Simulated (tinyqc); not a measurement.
Metal-induced gap states at the contact of a metal chain and a two-band chain, step by step. Values are carried at full precision from step to step, so a last printed digit may differ when a step is redone from the rounded ones.

The semiconductor alternates sites A at -Eg/2 and C at +Eg/2 with hopping -t; the gap runs from -Eg/2 to Eg/2. In the gap cosh(q a) = 1 + (Eg^2/4 - E^2)/(2 t^2) and the amplitude changes by -exp(-q a) a period. The metal has site energy 0 and hopping -tm; its end site has g_m = (E - i sqrt(4 tm^2 - E^2))/(2 tm^2). Sites 1, 2, ... count into the semiconductor, with energies e1, e2 alternating. The clean half chain has g1 = 1/(E - e1 - t^2 g2), g2 = 1/(E - e2 - t^2 g1), decaying root. With the contact G11 = 1/(1/g1 - tc^2 g_m), and the density on site j is -Im G_jj/pi = |psi_j/psi_1|^2 (-Im G11/pi), per spin, with psi_2/psi_1 = -t g2, psi_3/psi_2 = -t g1.

Constants: e^2/(4 pi eps0) = 14.39964547 eV angstrom.

Values chosen for the exercise (gap and optical dielectric constant near those of Si; the chain itself is a model; not measured data):
- Eg = 1.11 eV (gap)
- t = 2.33 eV (hopping in the semiconductor)
- a = 3.84 angstrom (period (two sites); one chain for each area a^2)
- E = 0.11 eV (energy from mid-gap)
- tm = 2.64 eV (hopping in the metal)
- tc = 1.26 eV (hopping across the contact)
- end = A (site that touches the metal)
- eps = 11.9 (dielectric constant)

## Decay in the gap

Form cosh(q a), l = exp(-q a), q and the decay length 1/(2q) of the density.

cosh(q a) = 1.02725
l = 0.79220
q = 0.06066 1/angstrom
xi, the decay length of the density = 8.242 angstrom

## Green functions

The decaying root is g1 = (1 - l)/(E - e1), g2 = (1 - l)/(E - e2), l = exp(-q a). Form them, g_m and G11.

g1, g2 (1/eV): 0.31249  -0.46697

g_m = 0.00789-0.37871i 1/eV
G11 = 0.30294-0.05714i 1/eV

## Density site by site

D1 = -Im G11/pi, D2 = (t g2)^2 D1, and each further period multiplies by l^2. The sum over all sites is (D1 + D2)/(1 - l^2). The Green functions stand in the order g1, g2.

density on sites 1 to 8 (1/eV): 0.01819  0.02153  0.01141  0.01351  0.00716  0.00848  0.00450  0.00532

Ds, the density per spin summed over the semiconductor = 0.10665 1/eV

The first period holds 37 % of the gap states at this energy.

## Pinning factor

Gap states per area N = 2 Ds/a^2 (two spins). Charge in them sits a distance xi from the metal, so S = 1/(1 + 4 pi e^2 N xi/eps), e^2 meaning e^2/(4 pi eps0); S is the change of the barrier per change of the metal work function.

N = 1.447e+14 1/(eV cm^2)
4 pi e^2 N xi/eps = 1.8130
S = 0.3555

Partial pinning, between the Bardeen (0) and Schottky (1) limits.

## Checks

- g1 from the closed form against decimation: both 0.312486.

tinyqc: `OMP_NUM_THREADS=1 python tinyqc.py 1451722 1451723 out.jsonl`; about 0.01 s, one thread, shared Intel(R) Xeon(R) Processor @ 2.30GHz.
